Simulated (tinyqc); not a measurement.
# Ferroelectric with a first-order transition, Landau-Devonshire energy: the upper branch of the loop

One domain with free energy u = al P^2 + be P^4 + ga P^6 - E P, al = a0 (T - T0), be < 0 < ga (P in uC/cm^2, E in kV/cm, u in mJ/cm^3). Equilibrium: E = 2 al P + 4 be P^3 + 6 ga P^5; a state is stable against small changes where dE/dP > 0. The coercive field is that of uniform switching, which real films, switching by domains, do not reach.

Ps^2 = [-be + sqrt(be^2 - 3 al ga)]/(3 ga); Pc^2 = [-3 be + sqrt(9 be^2 - 15 al ga)]/(15 ga), Ec = -E(Pc); susceptibility chi = 1/(eps0 dE/dP). P is the largest root of E(P) = Ea.

Values chosen for this exercise: slope of the quadratic coefficient a0 = 0.014 kV cm/(uC K); Curie-Weiss temperature T0 = 450 K; quartic coefficient be = -0.00067 kV cm^5/uC^3; sixth-order coefficient ga = 4.3e-7 kV cm^9/uC^5; temperature T = 300 K.

Constants: eps0 = 8.8541878128e-14 F/cm where lengths are in cm. Results are converted to the units shown.

Result of one run:
```
Ea (kV/cm)	P (uC/cm^2)	u (mJ/cm^3)	chi
-54	41.21	-1167	583.6
```

What becomes of these results when the applied field Ea is changed from -54 to 540 kV/cm, all else the same?

Result of the changed run:
```
Ea (kV/cm)	P (uC/cm^2)	u (mJ/cm^3)	chi
540	54.05	-3.032e4	137.0
```

The whole series:
```
Ea (kV/cm)	P (uC/cm^2)	u (mJ/cm^3)	chi
-130	34.23	1761	2759
-120	36.03	1409	1589
-95	38.61	473.0	904.2
-54	41.21	-1167	583.6
0	43.55	-3459	418.8
68	45.74	-6499	318.6
140	47.57	-9860	258.8
270	50.15	-1.622e4	197.4
540	54.05	-3.032e4	137.0
```

P rises from 34.2 to 54.1 uC/cm^2, and chi falls from 2760 to 137. The branch ends at -Ec = -136 kV/cm, P = 31.0 uC/cm^2, where dE/dP vanishes and chi diverges; there P still has 71 % of Ps.

tinyqc, about 0.01 s, one thread, Intel Xeon 2.30GHz (shared host): `OMP_NUM_THREADS=1 python tinyqc.py 2860046 2860047 out.jsonl`
